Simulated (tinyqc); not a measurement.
What moves the results: defect-molecule model of a vacancy with Jahn-Teller distortion. A value that a table varies takes the place of the one given here.

Four dangling hybrids a, b, c, d point into the vacancy: H_ii = E0, and -gm between any two. A tetragonal distortion Q pairs a with b and c with d: those two couplings become -gm - I Q and the other four -gm + I Q/2, at an elastic cost k Q^2/2. The a1 level holds two electrons; charge states 2+, + and 0 put n = 0, 1, 2 more into the lowest level of t2 origin. Energy from the 2+ state at Q = 0, with the Fermi level mu counted from Ev: W_n(Q) = n (et - 2 I Q) + k Q^2/2 + Uc n (n - 1)/2 - n mu. et = E0 + gm is the undistorted t2 level.

Constants: kB = 8.617333262e-05 eV/K.

Parameters, chosen for this exercise (of the size used for the vacancy in silicon; shifted at random, so the results belong to these values and not to a real crystal):
- E0 = 0.06 eV (level of a dangling hybrid, from Ev)
- gm = 0.3 eV (coupling between two dangling hybrids)
- I = 1.18 eV/angstrom (Jahn-Teller coupling)
- k = 12.5 eV/angstrom^2 (force constant of the mode)
- Uc = 0.32 eV (repulsion of two electrons in one orbital)
- T = 77 K (temperature)
- mu1 = -0.05 eV (first Fermi level)

## Occupation against the Fermi level

Weights g_n exp(-W_n/kT) with W_n = n et - n^2 E_JT + Uc n (n - 1)/2 - n mu, E_JT = 2 I^2/k, degeneracies 1, 6 (spin and three axes) and 3; mu = mu1 + 0.03 j eV.

Shares:

| mu (eV) | 2+ | + | 0 | mean charge |
|---|---|---|---|---|
| -0.05 | 1.0000 | 0.0000 | 0.0000 | 2.0000 |
| -0.02 | 1.0000 | 0.0000 | 0.0000 | 2.0000 |
| 0.01 | 1.0000 | 0.0000 | 0.0000 | 2.0000 |
| 0.04 | 0.9999 | 0.0000 | 0.0001 | 1.9998 |
| 0.07 | 0.5590 | 0.0001 | 0.4409 | 1.1181 |
| 0.10 | 0.0001 | 0.0000 | 0.9998 | 0.0003 |
| 0.13 | 0.0000 | 0.0000 | 1.0000 | 0.0000 |
| 0.16 | 0.0000 | 0.0000 | 1.0000 | 0.0000 |
| 0.19 | 0.0000 | 0.0000 | 1.0000 | 0.0000 |

U_eff = Uc - 2 E_JT = -0.126 eV and kT = 6.6 meV. The + state reaches at most 0.0134 % on these rows, at mu = 0.07 eV. It is the only paramagnetic state, so such a defect shows little spin resonance in the dark. The mean charge goes from 2.00 to 0.00. Rows with mu < 0 lie in the valence band and are formal.

## When U turns negative

The force constant is varied. E_JT = 2 I^2/k, E(2+/+) = et - E_JT, E(+/0) = et - 3 E_JT + Uc, U_eff = Uc - 2 E_JT.

Against k:

| k (eV/angstrom^2) | E_JT (eV) | (2+/+) (eV) | (+/0) (eV) | U_eff (eV) | Q of the neutral state (angstrom) |
|---|---|---|---|---|---|
| 8 | 0.3481 | 0.0119 | -0.3643 | -0.3762 | 0.5900 |
| 12 | 0.2321 | 0.1279 | -0.0162 | -0.1441 | 0.3933 |
| 16 | 0.1741 | 0.1860 | 0.1578 | -0.0281 | 0.2950 |
| 24 | 0.1160 | 0.2440 | 0.3319 | 0.0879 | 0.1967 |
| 32 | 0.0870 | 0.2730 | 0.4189 | 0.1459 | 0.1475 |
| 48 | 0.0580 | 0.3020 | 0.5060 | 0.2040 | 0.0983 |
| 64 | 0.0435 | 0.3165 | 0.5495 | 0.2330 | 0.0737 |
| 96 | 0.0290 | 0.3310 | 0.5930 | 0.2620 | 0.0492 |

k at which U_eff = 0 = 17.41 eV/angstrom^2

Levels below 0 lie in the valence band. U_eff is negative for k below 4 I^2/Uc = 17.4: 3 of the 8 rows. The gain grows as n^2, so the second electron wins 3 E_JT where the first wins E_JT. For a stiff lattice the levels tend to et = 0.360 and et + Uc = 0.680 eV. Distortions above about 0.5 angstrom (1 of the rows) are beyond a linear coupling.

## What each parameter does

E_JT = 2 I^2/k, E(2+/+) = et - E_JT, E(+/0) = et - 3 E_JT + Uc, U_eff = E(+/0) - E(2+/+); a1 level E0 - 3 gm. Each row changes one parameter from the base and keeps the others.

Results:

| case | (2+/+) (eV) | (+/0) (eV) | U_eff (eV) | a1 (eV) |
|---|---|---|---|---|
| base | 0.1372 | 0.0116 | -0.1256 | -0.8400 |
| E0 = 0.11 eV | 0.1872 | 0.0616 | -0.1256 | -0.7900 |
| gm = 0.34 eV | 0.1772 | 0.0516 | -0.1256 | -0.9600 |
| I = 1.298 eV/angstrom | 0.0904 | -0.1287 | -0.2191 | -0.8400 |
| k = 13.75 eV/angstrom^2 | 0.1575 | 0.0724 | -0.0851 | -0.8400 |
| Uc = 0.38 eV | 0.1372 | 0.0716 | -0.0656 | -0.8400 |

The largest shifts from the base row, up to three for each result and ties (the steps differ in size, so this ranks the rows, not the parameters). (2+/+) (eV): E0 +0.0500, I -0.0468, gm +0.0400; unchanged at the printed digits by Uc. (+/0) (eV): I -0.1404, k +0.0608, Uc +0.0600. U_eff (eV): I -0.0936, Uc +0.0600, k +0.0405; unchanged at the printed digits by E0 and gm. a1 (eV): gm -0.1200, E0 +0.0500; unchanged at the printed digits by I, k and Uc. E0 and gm move both levels alike, so U_eff depends on I, k and Uc alone.

Computed by tinyqc, a small Python program: `OMP_NUM_THREADS=1 python tinyqc.py 1481390 1481391 out.jsonl` (the numbers bound the seed that draws the inputs); one thread of a shared host (Intel(R) Xeon(R) Processor @ 2.30GHz), about 0.01 s for the whole set of steps.
